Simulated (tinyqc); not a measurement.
# Worked calculation: field emission through a triangular barrier, exact transmission by Airy functions

tinyqc, about 0.01 s, one thread, Intel Xeon 2.30GHz (shared host): `OMP_NUM_THREADS=1 python tinyqc.py 2580109 2580110 out.jsonl` Printed values are rounded.

The left lead has its band edge at 0; for x > 0 the edge falls without end, U(x) = U0 - F x, with mass m1. No transverse momentum; C = hbar^2/(2 m0); psi and psi'/m are continuous at x = 0. The outgoing solution is Bi(z) + i Ai(z).

Values chosen for this exercise; masses and offsets close to those of InGaAs wells and InP barriers:
```
symbol   value  unit                meaning
mL       0.042    m0  mass in the left lead
U0        0.24    eV  barrier edge at x = 0
m1       0.078    m0    mass in the barrier
E        0.157    eV        electron energy
F       0.0026  V/nm   field in the barrier
```

Constants: q = 1.602176634e-19 C, hbar = 1.054571817e-34 J s, m0 = 9.1093837015e-31 kg, hbar^2/(2 m0) = 0.0380998212 eV nm^2. Results are converted to the units shown.

## Scaled variables

Energy scale e = (C F^2/m1)^(1/3), z(x) = (U(x) - E)/e, s = (dz/dx)/m1 = -F/(e m1); v = k/m in a lead. vL = sqrt(mL E/C)/mL.

e = 0.0148910 eV
z(0) = 5.57382
s = -2.23848 1/nm
vL = 9.90521 1/nm
turning point (U0 - E)/F = 31.9231 nm

## Airy functions at x = 0

Ai and Bi solve y'' = z y, with Wronskian Ai Bi' - Ai' Bi = 1/pi.

Airy functions: Ai 2.82238e-5, Ai' -6.78451e-5, Bi 2390.72, Bi' 5531.20

## Transmission, exact and WKB

With the Airy functions at z = z(0): g = s (Bi' + i Ai')/(Bi + i Ai), r = (i vL - g)/(i vL + g), T(E) = 1 - |r|^2 = 4 vL Im(g)/|i vL + g|^2, vL = sqrt(mL E/C)/mL. Im(g) = -s/(pi (Ai^2 + Bi^2)) by the Wronskian. WKB: exp(-S), S = (4/(3 F)) sqrt(m1/C) [max(U0 - E, 0)^1.5].

Re g = -5.17898 1/nm
Im g = 1.24666e-7 1/nm
T(E) = 3.95354e-8
exp(-S) = 2.39906e-8

The exact value is 65 % above the WKB one.
